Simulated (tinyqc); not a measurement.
# A and C from the efficiency peak

Problem. ABC model of an LED: J = q da (A n + Ba n^2 + Ca n^3), IQE = Ba n^2/(A n + Ba n^2 + Ca n^3), differential lifetime 1/(A + 2 Ba n + 3 Ca n^2). The peak lies at n = sqrt(A/Ca). Given Ba, find n at the peak, A and Ca.

Inputs (values chosen for the exercise):
```
symbol,value,unit,meaning
Ba,1.2e-11,cm^3/s,radiative coefficient of the active layer
da,3.5,nm,thickness of the active layer
```

Constants: q = 1.602176634e-19 C. Results are converted to the units shown.

peak IQE = 48.528137 %
J at the peak = 0.077035970 A/cm^2

Answer. IQE J = q da Ba n^2 gives n. At the peak A n = Ca n^3, each being half of the non-radiative rate Ba n^2 (1/IQE - 1).

n at the peak = 2.36e17 cm^-3
A = 1.50e6 1/s
Ca = 2.70e-29 cm^6/s

Program tinyqc, `OMP_NUM_THREADS=1 python tinyqc.py 2300004 2300005 out.jsonl`; Intel Xeon 2.30GHz, shared host, one thread, about 0.01 s.
